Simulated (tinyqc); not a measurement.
Inside a calculation. Model: two-step dopant diffusion (predeposition and drive-in) with a constant diffusivity. Computed by tinyqc, a small Python program that keeps every step. Command: `OMP_NUM_THREADS=1 python tinyqc.py 3025872 3025873 out.jsonl dopdiff walk`. One thread of a shared host (Intel(R) Xeon(R) Processor @ 2.30GHz), about 0.05 s of CPU time with the checks. Intermediate numbers are printed to about 6 digits and carried at full precision; extremes and crossings named in words are read from the listed rows.

Fick diffusion into a half space x > 0 whose background doping C_B is of the opposite type, so that a junction lies where C = C_B.

Inputs (values chosen for the exercise, modelled on aluminium in silicon): prefactor D0 = 1.37 cm^2/s; activation energy E = 3.43 eV; surface concentration C_s = 7.3e+17 1/cm^3; background doping C_B = 6.9e+14 1/cm^3; predeposition temperature T1 = 925 C; predeposition time t1 = 10 min; drive-in temperature T2 = 1000 C; drive-in time t2 = 240 min; mean mobility in the layer mu = 100 cm^2/(V s); ramp rate = 2 C/min; stand-by temperature = 800 C.

Furnace ramps of the drive-in: linear ramps.

Constants: k_B = 8.617333262e-05 eV/K; e = 1.602176634e-19 C.

## Diffusivities

D = D0 exp(-E/(k_B T)). Temperatures in kelvin are T(C) + 273.15. Times in seconds are 60 times the minutes.

D1 = 5.11814e-15 cm^2/s

D2 = 3.62266e-14 cm^2/s

product D1 t1 = 3.07088e-12 cm^2

## Thermal budget with ramps

One ramp between the stand-by temperature and T2 adds int D dT / rate (40-point Gauss-Legendre); the usual estimate counts it as an extra time k_B T2^2/(E rate) at T2. (Dt)2 = D2 t2 + two ramps, times in seconds.

budget of one ramp = 4.15798e-11 cm^2

estimated extra time of one ramp = 20.3614 min

drive-in budget (Dt)2 = 6.04823e-10 cm^2

The integral equals 19.1 min at T2, against the estimate 20.4 min; both ramps make 14 % of the budget.

## Predeposition

C = C_s erfc(x/(2 sqrt(D1 t1))); dose Q = 2 C_s sqrt(D1 t1/pi); the junction solves erfc(z) = C_B/C_s with x_j = 2 z sqrt(D1 t1).

dose Q = 1.44348e+12 1/cm^2

z = 2.33794

junction depth after predeposition = 0.0819399 um

## Drive-in as a Gaussian

With a sealed surface and a thin source, C = Q/sqrt(pi (Dt)2) exp(-x^2/(4 (Dt)2)); x_j = 2 sqrt((Dt)2 ln(C(0)/C_B)); gradient at the junction |dC/dx| = C_B x_j/(2 (Dt)2).

surface concentration C(0) (Gaussian) = 3.31147e+16 1/cm^3

junction depth x_j = 0.967739 um

gradient at the junction = 5.52012e+19 1/cm^4

The drive-in moves the junction from 0.0819 to 0.968 um and lowers the surface value by a factor 22.0.

## Sheet resistance

Net dose Q_net = Q erf(x_j/(2 sqrt((Dt)2))) - C_B x_j; R_s = 1/(e mu Q_net), with every dopant ionised and one mobility.

net dose = 1.36891e+12 1/cm^2

sheet resistance R_s (Gaussian) = 45594.6 ohm/square

## Exact junction depth

Exact two-step profile: C = (2 C_s/pi) int_0^alpha exp(-beta (1 + u^2))/(1 + u^2) du with alpha = sqrt(D1 t1/(Dt)2), beta = x^2/(4 (D1 t1 + (Dt)2)). The integral takes 48 Gauss-Legendre points; solve C(x) = C_B.

exact junction depth = 0.969164 um

## Gaussian against the exact two-step profile

Gaussian: C = Q/sqrt(pi (Dt)2) exp(-x^2/(4 (Dt)2)). Depths are fractions of the Gaussian x_j.

Profiles:
```
x/x_j   x (um)  Gaussian (1/cm^3)  exact (1/cm^3)    ratio
0.0    0.00000        3.31147e+16     3.30588e+16  1.00169
0.2    0.19355        2.83644e+16     2.83313e+16  1.00117
0.4    0.38710        1.78251e+16     1.78323e+16  0.99960
0.6    0.58064        8.21862e+15     8.24339e+15  0.99699
0.8    0.77419        2.78017e+15     2.79876e+15  0.99335
1.0    0.96774        6.90000e+14     6.97893e+14  0.98869
1.2    1.16129        1.25642e+14     1.27813e+14  0.98301
```

With D1 t1/(Dt)2 = 0.0051, the Gaussian is 0.17 % high at the surface and 1.1 % low at its own junction; the exact junction lies at 0.9692 um, 0.15 % deeper. The dose is the same, but the real source already has a width, which is negligible here.

Checks made by the program: exact profile against the direct convolution of the erfc with the Gaussian kernel (relative difference below 1e-10).
